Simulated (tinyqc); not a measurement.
Modulation-doped quantum well, Poisson-Schroedinger loop with local exchange and correlation: two steps of the calculation.

A well of width L centred at z = 0 between barriers Vb; effective-mass electrons, parabolic bands. The electrons come from donor sheets outside the mesh, a share fL of Ns on the left and the rest on the right, so the structure is neutral. Energies are counted from the band edge of the well, with U = 0 on the first node in the Hartree part.

Inputs (values chosen for the exercise); material values close to those of In0.53Ga0.47As in InAlAs:
- md = 0.0422 m0 (in-plane mass)
- eps_r = 13.7 (relative permittivity (all layers))
- hz = 1.4 nm (mesh step)
- Ns = 2.1e11 cm^-2 (sheet density of electrons)
- fL = 0.7 (share of the donors on the left side)
- a = 1 (mixing factor)

Constants: q = 1.602176634e-19 C, hbar = 1.054571817e-34 J s, m0 = 9.1093837015e-31 kg, eps0 = 8.8541878128e-14 F/cm where lengths are in cm, hbar^2/(2 m0) = 0.0380998212 eV nm^2. Results are converted to the units shown.

Problem 1. Levels and probability densities. Tridiagonal Hamiltonian with psi = 0 one step beyond both ends: H_ii = C (1/m_(i-1/2) + 1/m_(i+1/2))/hz^2 + V0_i + U_i, H_(i,i+1) = -C/(m_(i+1/2) hz^2), C = hbar^2/(2 m0). The lowest 2 level(s) are kept, normalised to hz sum |psi|^2 = 1.

fixed potential V0, node 1 to 15 (eV): [0.49700000, 0.49700000, 0.49700000, 0.00000000, 0.00000000, 0.00000000, 0.00000000, 0.00000000, 0.00000000, 0.00000000, 0.00000000, 0.00000000, 0.49700000, 0.49700000, 0.49700000]
U after round 1, node 1 to 15 (eV): [-0.000508587, 0.001599732, 0.003047368, 0.003499995, 0.004968059, 0.006421808, 0.007684675, 0.008637558, 0.009237951, 0.009528359, 0.009627885, 0.009713096, 0.010813744, 0.010919383, 0.010364339]
mass on the intervals 1/2, 3/2, ... (mean of both at an interface) (m0): [0.0764, 0.0764, 0.0764, 0.0583, 0.0402, 0.0402, 0.0402, 0.0402, 0.0402, 0.0402, 0.0402, 0.0402, 0.0583, 0.0764, 0.0764, 0.0764]

Wanted: levels; |psi|^2 of E1; |psi|^2 of E2.

Solution 1.

levels (eV): E1 0.03977, E2 0.13746
|psi|^2 of E1, node 1 to 15 (1/nm): [0.00002, 0.00031, 0.00395, 0.03384, 0.06435, 0.09311, 0.11260, 0.11814, 0.10873, 0.08700, 0.05842, 0.03007, 0.00345, 0.00027, 0.00002]
|psi|^2 of E2, node 1 to 15 (1/nm): [0.00012, 0.00141, 0.01378, 0.09364, 0.12340, 0.09019, 0.02821, 0.00009, 0.03400, 0.09635, 0.12553, 0.09273, 0.01338, 0.00133, 0.00011]

Problem 2. Density, output potential and mixing. n_i = sum_k N_k |psi_k|^2 (converted to cm^-3). Hartree part by Gauss: on the interval after node i the enclosed sheet charge is S_i = fL Ns - hz sum_(j<=i) n_j, and U_(i+1) = U_i + q S_i hz/(eps0 eps_r) in eV, U_1 = 0. Added to it: V_xc = -(2 Ry/(pi al rs)) [1 + 0.7734 (rs/21) ln(1 + 21/rs)] (Hedin-Lundqvist), al = (4/(9 pi))^(1/3), rs = (3/(4 pi n))^(1/3)/aB, aB = 4 pi eps0 eps_r hbar^2/(md m0 q^2), Ry = q/(8 pi eps0 eps_r aB) in eV. Mixing: U(new) = U + a (U(out) - U).

z, node 1 to 15 (nm): [-9.8, -8.4, -7, -5.6, -4.2, -2.8, -1.4, 0, 1.4, 2.8, 4.2, 5.6, 7, 8.4, 9.8]
N_k (cm^-2): E1 2.1e11, E2 7.3620895e-12
U after round 1, node 1 to 15 (eV): [-0.000508587, 0.001599732, 0.003047368, 0.003499995, 0.004968059, 0.006421808, 0.007684675, 0.008637558, 0.009237951, 0.009528359, 0.009627885, 0.009713096, 0.010813744, 0.010919383, 0.010364339]
|psi|^2 of E1, node 1 to 15 (1/nm): [0.00002187, 0.00031500, 0.00394710, 0.03383848, 0.06435137, 0.09311140, 0.11260276, 0.11814294, 0.10873213, 0.08699625, 0.05842397, 0.03006852, 0.00344664, 0.00026901, 0.00001826]
|psi|^2 of E2, node 1 to 15 (1/nm): [0.00012121, 0.00141040, 0.01378425, 0.09364489, 0.12340438, 0.09018677, 0.02820723, 0.00008998, 0.03400136, 0.09635275, 0.12552552, 0.09273318, 0.01337772, 0.00133422, 0.00011185]

Give: n; U(out); U after round 2.

Solution 2.

n, node 1 to 15 (in units of 1e17 cm^-3): [0.0005, 0.0066, 0.0829, 0.7106, 1.3514, 1.9553, 2.3647, 2.4810, 2.2834, 1.8269, 1.2269, 0.6314, 0.0724, 0.0056, 0.0004]
U(out), node 1 to 15 (eV): [-0.000526, 0.001568, 0.002989, 0.003399, 0.004857, 0.006306, 0.007559, 0.008497, 0.009078, 0.009351, 0.009435, 0.009504, 0.010573, 0.010659, 0.010093]
U after round 2, node 1 to 15 (eV): [-0.000526, 0.001568, 0.002989, 0.003399, 0.004857, 0.006306, 0.007559, 0.008497, 0.009078, 0.009351, 0.009435, 0.009504, 0.010573, 0.010659, 0.010093]

Computed by the program tinyqc: `OMP_NUM_THREADS=1 python tinyqc.py 2140142 2140143 out.jsonl`, one thread of a shared Intel Xeon 2.30GHz, about 0.2 s for the whole run.
